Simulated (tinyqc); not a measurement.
# Thermoelectric coefficients with energy filtering, Landauer integrals: what changes with what

Bulk parabolic band, x = (E - Ec)/kB T, C = hbar^2/(2 m0), kB T in eV. Modes per area gv m kB T x/(4 pi C) times the back-scattering length l0 x^rr give the transport function s0 X(x), s0 = (2 q^2/h) gv m kB T l0/(4 pi C), X = x^(1 + rr), multiplied by tb for x < xb. I_k = int X (x - eta)^k w dx, w = 1/(4 cosh^2((x - eta)/2)).

Inputs (values chosen for the exercise):
```
symbol  value     unit                                                 meaning
T         400        K                                             temperature
m        0.19       m0                                      mass of one valley
gv          6                                                          valleys
l0       0.69       nm                         back-scattering length at x = 1
rr          1                                   energy exponent of that length
kL        4.6  W/(m K)                            lattice thermal conductivity
eta       5.8                               reduced Fermi level (EF - Ec)/kB T
xb        7.6                               barrier height over kB T, above Ec
tb       0.05           share of the transport function left below the barrier
```

Constants: q = 1.602176634e-19 C, kB = 1.380649e-23 J/K, hbar = 1.054571817e-34 J s, h = 6.62607015e-34 J s, m0 = 9.1093837015e-31 kg, Vt = kB T/q, hbar^2/(2 m0) = 0.0380998212 eV nm^2. Results are converted to the units shown.

Each table varies one quantity; the others keep the values above.

## Effect of the Fermi level

sigma = s0 I_0, S = -(kB/q) I_1/I_0, Lorenz number L = (kB/q)^2 [I_2/I_0 - (I_1/I_0)^2], kappa_e = L sigma T. Power factor S^2 sigma, ZT = S^2 sigma T/(kappa_e + kL). The integrals are converged.

Effect of the Fermi level:

| eta | sigma (S/cm) | S (uV/K) | kappa_e (W/(m K)) | power factor (mW/(m K^2)) | ZT |
|---|---|---|---|---|---|
| 2.6 | 42.66 | -344.1 | 0.09173 | 0.5052 | 0.04307 |
| 3.4 | 78.68 | -331.6 | 0.1375 | 0.8651 | 0.07304 |
| 4.2 | 147.2 | -313.2 | 0.1928 | 1.444 | 0.1205 |
| 5 | 280.0 | -283.9 | 0.2646 | 2.257 | 0.1856 |
| 5.8 | 532.7 | -243.8 | 0.3810 | 3.166 | 0.2543 |
| 6.6 | 977.0 | -197.7 | 0.6004 | 3.817 | 0.2936 |
| 7.4 | 1648 | -152.6 | 1.000 | 3.836 | 0.2740 |
| 8.2 | 2478 | -114.8 | 1.629 | 3.267 | 0.2098 |
| 9 | 3342 | -87.46 | 2.455 | 2.557 | 0.1450 |
| 9.8 | 4176 | -69.64 | 3.387 | 2.025 | 0.1014 |
| 10.6 | 4987 | -58.57 | 4.343 | 1.711 | 0.07653 |

What does the comparison show, and why?

sigma rises from 42.7 to 4990 S/cm, and S rises from -344 to -58.6 uV/K. Among the rows the power factor is largest at eta = 7.4 and ZT, 0.294, at eta = 6.6, where S = -198 uV/K. ZT peaks at a lower eta than the power factor because kappa_e grows with sigma.

## Effect of the barrier height

Same model as above.

Effect of the barrier height:

| xb | sigma (S/cm) | S (uV/K) | kappa_e (W/(m K)) | power factor (mW/(m K^2)) | ZT |
|---|---|---|---|---|---|
| 1.8 | 1619 | -89.47 | 1.505 | 1.296 | 0.08492 |
| 2.8 | 1612 | -91.12 | 1.464 | 1.339 | 0.08829 |
| 3.8 | 1578 | -97.55 | 1.340 | 1.502 | 0.1011 |
| 4.8 | 1459 | -115.4 | 1.091 | 1.943 | 0.1365 |
| 5.8 | 1186 | -150.9 | 0.7647 | 2.701 | 0.2014 |
| 6.8 | 805.2 | -201.6 | 0.4973 | 3.273 | 0.2569 |
| 7.8 | 476.8 | -253.2 | 0.3649 | 3.057 | 0.2463 |
| 8.8 | 273.8 | -284.4 | 0.3350 | 2.215 | 0.1795 |
| 9.8 | 169.4 | -276.9 | 0.3315 | 1.299 | 0.1054 |

sigma falls from 1620 to 169 S/cm, |S| goes from 89.5 through a maximum of 284 (at xb = 8.8 among the rows listed) to 277 uV/K, and the power factor goes from 1.30 through a maximum of 3.27 (at xb = 6.8 among the rows listed) to 1.30 mW/(m K^2). Without a barrier the power factor at this eta = 5.8 is 1.29; the best row is 2.54 times that. States below the Fermi level add to sigma but subtract from |S|, and the barrier removes them.

Range of the model: Parabolic bands, elastic scattering and a fixed kL make these model figures, not those of a material.

Numbers from tinyqc (`OMP_NUM_THREADS=1 python tinyqc.py 2800118 2800119 out.jsonl`; about 0.03 s on one thread of a shared Intel Xeon 2.30GHz).
